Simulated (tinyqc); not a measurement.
# Changing the exchange J2

Model: Heisenberg spin cluster by exact diagonalisation: multiplets, susceptibility, level crossings. Computed by tinyqc, a small Python program. Command: `OMP_NUM_THREADS=1 python tinyqc.py 3030361 3030362 out.jsonl spincl sweep`. One thread of a shared host (Intel(R) Xeon(R) Processor @ 2.30GHz), about 0.01 s of CPU time with the checks.

H = J1 sum S_i.S_j over the bonds 1-2, 2-3, 3-4, 4-1 + J2 sum over 1-3, 2-4 - g mu_B B S_z; J > 0 is antiferromagnetic.

Inputs (values chosen for the exercise, for a model cluster):
```
quantity       value  unit
exchange J1     0.43   meV
g factor        2.23     -
temperature T    5.8     K
field B          3.9     T
```

Cluster: square with diagonals J2. Spin s of each site: 0.5.

Constants: k_B = 8.617333262e-05 eV/K; mu_B = 5.7883818060e-05 eV/T.

Method:
- Every multiplet has one member in the block S_z = 0; diagonalise it and read the total spin from <S^2> = S (S + 1).
- Z = sum k (2S + 1) exp(-E/(k_B T)) over the table, k the number of multiplets; <S^2> likewise with the factor S (S + 1); chi T = N_A g^2 mu_B^2 <S^2>/(3 k_B) = 0.125049 g^2 <S^2> cm^3 K/mol (cgs, per mole of clusters); C = (<E^2> - <E>^2)/(k_B T)^2; entropy = ln Z + <E>/(k_B T).
- Each multiplet splits as E - g mu_B B m; <S_z> is the Boltzmann mean. The first level crossing is at the smallest (E_S - E_0)/(g mu_B (S - S_0)) over higher spins (0 if the ground state has the highest spin).

One run for each value:
```
exchange J2 (meV)  ground energy (meV)  gap to the next level (meV)  chi T (cm^3 K/mol)  first crossing field (T)
-0.430                         -1.0750                         0.43               1.135                     3.331
-0.320                         -1.0200                         0.43               1.132                     3.331
-0.210                         -0.9650                         0.43               1.128                     3.331
-0.095                         -0.9075                         0.43               1.119                     3.331
0.017                          -0.8515                         0.43               1.107                     3.331
0.130                          -0.7950                         0.43               1.088                     3.331
0.240                          -0.7400                         0.38               1.062                     3.331
0.350                          -0.6850                         0.16               1.026                     3.331
0.460                          -0.6900                         0.06               0.980                     3.564
0.580                          -0.8700                         0.30               0.918                     4.493
0.690                          -1.0350                         0.52               0.852                     5.345
```

Over the rows, ground energy (meV) goes from -1.07 through a maximum among these rows, -0.685 at 0.350, to -1.03; gap to the next level (meV) goes from 0.430 through a minimum among these rows, 0.0600 at 0.460, to 0.520; chi T (cm^3 K/mol) falls from 1.13 to 0.852. The gap is smallest, 0.0600 meV, at J2 = 0.460 meV among these rows; a gap that closes marks a crossing of two levels.

Extremes, crossings and ranges named in words are read from the listed rows.
